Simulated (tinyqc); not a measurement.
Inside a calculation. Method: one-electron ion in a basis of Gaussians. One step of it, computed by the program tinyqc.

Problem. Matrices over normalised Gaussians. With p = a_i + a_j and I(k) = Gamma((k+1)/2) / (2 p^((k+1)/2)): S = I(2l+2), T = (2l+3) a_i a_j S / p, V = -Z I(2l+1), each divided by sqrt(S_ii S_jj).

exponents of r^l exp(-a r^2) (1/bohr^2): 0.061980  0.103100  0.171700  0.285700  0.475400  0.791100  1.317000

Z = 1

l = 0

Give: S; T; V.

Solution.

S:
```
        1       2       3       4       5       6       7
1  1.0000  0.9531  0.8296  0.6697  0.5106  0.3740  0.2667
2  0.9531  1.0000  0.9529  0.8295  0.6696  0.5105  0.3739
3  0.8296  0.9529  1.0000  0.9530  0.8298  0.6699  0.5106
4  0.6697  0.8295  0.9530  1.0000  0.9530  0.8298  0.6697
5  0.5106  0.6696  0.8298  0.9530  1.0000  0.9530  0.8296
6  0.3740  0.5105  0.6699  0.8298  0.9530  1.0000  0.9530
7  0.2667  0.3739  0.5106  0.6697  0.8296  0.9530  1.0000
```

T (hartree):
```
        1       2       3       4       5       6       7
1  0.0930  0.1107  0.1133  0.1023  0.0840  0.0645  0.0474
2  0.1107  0.1547  0.1842  0.1885  0.1702  0.1397  0.1072
3  0.1133  0.1842  0.2576  0.3066  0.3140  0.2835  0.2327
4  0.1023  0.1885  0.3066  0.4285  0.5102  0.5225  0.4717
5  0.0840  0.1702  0.3140  0.5102  0.7131  0.8490  0.8694
6  0.0645  0.1397  0.2835  0.5225  0.8490  1.1866  1.4129
7  0.0474  0.1072  0.2327  0.4717  0.8694  1.4129  1.9755
```

V (hartree):
```
         1        2        3        4        5        6        7
1  -0.3973  -0.4370  -0.4525  -0.4456  -0.4224  -0.3898  -0.3534
2  -0.4370  -0.5124  -0.5636  -0.5836  -0.5747  -0.5447  -0.5027
3  -0.4525  -0.5636  -0.6612  -0.7273  -0.7532  -0.7417  -0.7030
4  -0.4456  -0.5836  -0.7273  -0.8530  -0.9382  -0.9716  -0.9567
5  -0.4224  -0.5747  -0.7532  -0.9382  -1.1003  -1.2102  -1.2533
6  -0.3898  -0.5447  -0.7417  -0.9716  -1.2102  -1.4193  -1.5612
7  -0.3534  -0.5027  -0.7030  -0.9567  -1.2533  -1.5612  -1.8313
```
